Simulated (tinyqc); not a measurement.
Propagation of a band-gap error through k.p and effective-mass formulas: sweeps and comparisons. A value that a table varies takes the place of the one given here.

Chain, for a gap E (the reference Eg or another value), with Ep and Dso kept: 1/me = 1 + Ep (E + 2 Dso/3)/(E (E + Dso)); g* = 2 - 2 Ep Dso/(3 E (E + Dso)); g1(E) = g1 + (Ep/3)(1/E - 1/Eg), g2(E) = g2 + (Ep/6)(1/E - 1/Eg), light hole 1/(g1 + 2 g2), heavy hole 1/(g1 - 2 g2) along [100]; optical constant ei(E) = 1 + (ei - 1)(EP/(EP + E - Eg))^2, static e0(E) = ei(E) + e0 - ei.

Donor: R = Ry me/e0^2, a_B = a0 e0/me, Mott density (0.26/a_B)^3. Nc, Nv = 2 (m kT/(4 pi c))^(3/2), c = hbar^2/2m0, ni = sqrt(Nc Nv) exp(-E/2kT). Exciton: Ry mu/e0^2 with 1/mu = 1/me + g1(E). 1 angstrom^-3 = 1e24 cm^-3.

Constants: Ry = 13.60569312 eV; a0 (Bohr radius) = 0.5291772105 angstrom; kB = 8.617333262e-05 eV/K; hbar^2/2m0 = 3.80998211 eV angstrom^2.

Values chosen for the exercise (reference values near those of CdTe, gap at low temperature; not measured data):
- Eg = 1.591 eV (gap at Gamma to the s-like level)
- Dso = 0.923 eV (spin-orbit splitting)
- Ep = 18.5 eV (Kane energy)
- g1 = 5.31 (Luttinger gamma1)
- g2 = 1.7 (gamma2)
- e0 = 10.25 (static dielectric constant)
- ei = 7.13 (optical dielectric constant)
- EP = 5.19 eV (mean (Penn) gap)
- mh = 0.42 m0 (density-of-states mass of the holes)
- T = 300 K (temperature)
- Eg2 = 1.368 eV (a wrong gap, of the size a hybrid functional can give)

## The size of the error

E = f Eg; ratios against f = 1.

Results:
```
f     E (eV)  me ratio  light-hole ratio  e0 ratio  donor ratio  Mott ratio       g*  log10 ni ratio
0.25   0.398     0.306             0.272     1.410        0.154      0.0102  -19.670            9.64
0.40   0.636     0.460             0.428     1.300        0.272      0.0444   -9.471            7.77
0.60   0.955     0.651             0.628     1.179        0.469       0.169   -4.351            5.21
0.80   1.273     0.830             0.818     1.081        0.711       0.453   -2.073            2.61
1.00   1.591     1.000             1.000     1.000        1.000        1.00   -0.846            0.00
1.20   1.909     1.163             1.174     0.933        1.336        1.94   -0.105           -2.62
1.50   2.386     1.395             1.422     0.852        1.924        4.40    0.559           -6.57
2.00   3.182     1.757             1.802     0.752        3.104        12.7    1.128          -13.18
```

How do the results move?

Between f = 0.8 and 1.2 the mean powers d ln(ratio)/d ln f are 0.83 for me, 0.89 for the light hole, -0.36 for e0, 1.56 for the donor energy and 3.58 for the Mott density; ni moves by -0.82 decades per 0.1 eV, against -0.1 eV/(2 kT ln 10) = -0.84 from the exponential alone, the rest coming from Nc through me^(3/4). g* changes sign between f = 1.20 and 1.50; the place of this zero hangs on remote bands, which are left out.

## What each input does

All at E = Eg2. Each row changes one parameter from the base and keeps the others.

Results:
```
case            me (m0)  light hole (m0)     e0  donor (meV)  exciton (meV)  log10 ni
base             0.0787           0.1003  10.81        9.158          6.240     6.798
Eg2 = 1.477 eV   0.0839           0.1074  10.53       10.297          7.002     5.904
Dso = 0.997 eV   0.0792           0.1003  10.81        9.219          6.268     6.800
Ep = 17.02 eV    0.0850           0.1013  10.81        9.887          6.589     6.823
g1 = 4.885       0.0787           0.1047  10.81        9.158          6.386     6.798
EP = 4.775 eV    0.0787           0.1003  10.87        9.069          6.180     6.798
ei = 6.56        0.0787           0.1003  10.76        9.247          6.301     6.798
mh = 0.454 m0    0.0787           0.1003  10.81        9.158          6.240     6.824
T = 276 K        0.0787           0.1003  10.81        9.158          6.240     5.745
```

What does this show?

The largest shifts from the base row, up to three for each result and ties (the steps differ in size, so this ranks the rows, not the parameters). me (m0): Ep +0.0063, Eg2 +0.0052, Dso +0.0005; unchanged at the printed digits by g1, EP, ei, mh and T. light hole (m0): Eg2 +0.0072, g1 +0.0045, Ep +0.0010; unchanged at the printed digits by Dso, EP, ei, mh and T. e0: Eg2 -0.28, EP +0.05, ei -0.05; unchanged at the printed digits by Dso, Ep, g1, mh and T. donor (meV): Eg2 +1.140, Ep +0.729, ei +0.089; unchanged at the printed digits by g1, mh and T. exciton (meV): Eg2 +0.762, Ep +0.349, g1 +0.146; unchanged at the printed digits by mh and T. log10 ni: T -1.054, Eg2 -0.895, mh +0.025, Ep +0.025; unchanged at the printed digits by g1, EP and ei.

tinyqc: `OMP_NUM_THREADS=1 python tinyqc.py 1880974 1880975 out.jsonl`; about 0.01 s, one thread, shared Intel(R) Xeon(R) Processor @ 2.30GHz.
